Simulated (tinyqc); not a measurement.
Worked calculation: bottom-up copper filling of a trench by curvature-enhanced accelerator coverage. Computed by tinyqc, a small Python program that keeps every step. Command: `OMP_NUM_THREADS=1 python tinyqc.py 3003519 3003520 out.jsonl superfill walk`. One thread of a shared host (Intel(R) Xeon(R) Processor @ 2.30GHz), about 0.05 s of CPU time with the checks. Intermediate numbers are printed to about 7 digits and carried at full precision; extremes and crossings named in words are read from the listed rows.

A rectangular trench keeps vertical walls and a flat floor. An accelerator floats on the surface; where area is lost in the corners it is passed on to the floor.

Inputs (values chosen for the exercise, close to those used for damascene copper plating):
```
quantity                                           value     unit
trench width w                                       280       nm
aspect ratio h/w                                       3        -
exchange current of the suppressed surface i_0     0.018  mA/cm^2
exchange current of the accelerated surface i_1      1.5  mA/cm^2
transfer coefficient alpha                          0.55        -
overpotential eta                                   0.12        V
starting coverage theta_0                          0.036        -
adsorption rate k_a                                    0      1/s
cupric ion concentration C                           0.5    mol/l
diffusivity D                                    4.2e-06   cm^2/s
boundary layer delta                                  35       um
temperature T                                        298        K
```

Constants: e = 1.602176634e-19 C; N_A = 6.02214076e+23 1/mol; k_B = 8.617333262e-05 eV/K.

## Velocities

Kinetic current i_k = [i_0 (1 - theta) + i_1 theta] exp(alpha eta/(k_B T)), limit i_L = 2 F D C/delta, i = 1/(1/i_k + 1/i_L); velocity v = i Omega/(2F), Omega = 7.11 cm^3/mol, F = e N_A. Depletion inside the trench is ignored.

limiting current i_L = 115.7824 mA/cm^2

velocity at theta = 0 = 0.08648921 nm/s

velocity at theta_0 = 0.3407953 nm/s

velocity at theta = 1 = 6.176442 nm/s

ratio v(1)/v(theta_0) = 18.12361

Without acceleration the walls meet when the floor has risen by w/2, so a seam-free fill needs a mean floor-to-wall speed ratio of at least 2 h/w = 6.

## First rates

At the start theta_b = theta_s = theta_0 and x = w/2: d theta_b/dt = k_a (1 - theta_0) + 2 theta_0 v/x (theta_b on the floor, theta_s on the walls, x the half width). At this initial relative rate the doubling time without adsorption would be x ln2/(2 v).

rate from adsorption = 0 1/s

rate from area loss = 1.752662e-04 1/s

doubling time = 142.3737 s

## Filling

Half width x, floor height y, depth h = aspect ratio x w. dx/dt = -v_s, dy/dt = v_b. d theta_b/dt = k_a (1 - theta_b) + [theta_s v_b + theta_b v_s]/x: the floor takes the accelerator of the wall it covers and keeps its own as it narrows. d theta_s/dt = k_a (1 - theta_s). theta_b is capped at 1. Integrate (tolerance 1e-9) until the walls meet (x = 0.02 w/2) or the floor passes the original mouth y = h. Start: x = w/2, y = 0, theta_b = theta_s = theta_0. Height filled = y/h, opening left = x/(w/2).

Course of the fill (nine evenly spaced times):
```
t (s)     x (nm)    y (nm)    theta_b  theta_s   v_b/v_s
0.0000    140.00    0.0000  0.0360000    0.036   1.00000
50.3235   122.85   18.9034  0.0465651    0.036   1.21731
100.6469  105.70   42.3233  0.0620969    0.036   1.53539
150.9704   88.55   72.5624  0.0864172    0.036   2.03020
201.2939   71.40  113.8740  0.1280037    0.036   2.86717
251.6173   54.25  175.1329  0.2091204    0.036   4.46743
301.9408   37.10  278.5944  0.4061833    0.036   8.18600
352.2643   19.95  498.0932          1    0.036  18.12361
402.5877    2.80  808.9132          1    0.036  18.12361
```

time at the end = 402.5877 s

share of the height filled from the floor = 0.9629919

opening left, as a share of w = 0.02

The walls meet when the floor has filled 96 % of the height: a seam forms above. Caution: real profiles develop slanted corners, and accelerator is consumed; both are left out.

## The window in starting coverage

The formulas are those given above.

Outcome:
```
theta_0  v(1)/v(theta_0)  height filled  opening left  time (s)
0.001           65.99149       0.246870    0.02000000  1465.898
0.003           57.29641       0.426246    0.02000000  1272.750
0.010           39.23148       0.873271    0.02000000   871.466
0.020           27.07227       1.000000    0.02137447   600.525
0.050           14.07340       0.890800    0.02000000   312.619
0.100            7.86335       0.688645    0.02000000   174.672
0.200            4.22502       0.486270    0.02000000    93.852
0.400            2.24502       0.320439    0.02000000    49.870
0.800            1.21061       0.195785    0.02000000    26.892
```

The fill succeeds for theta_0 by less than the digits shown, at 0.02 among these rows, with the widest margin at 0.02. Too little accelerator takes too long to concentrate. Too much speeds the walls as well and removes the contrast.

Checks made by the program: conservation of accelerator while theta_b is below 1 (relative difference 2e-10).
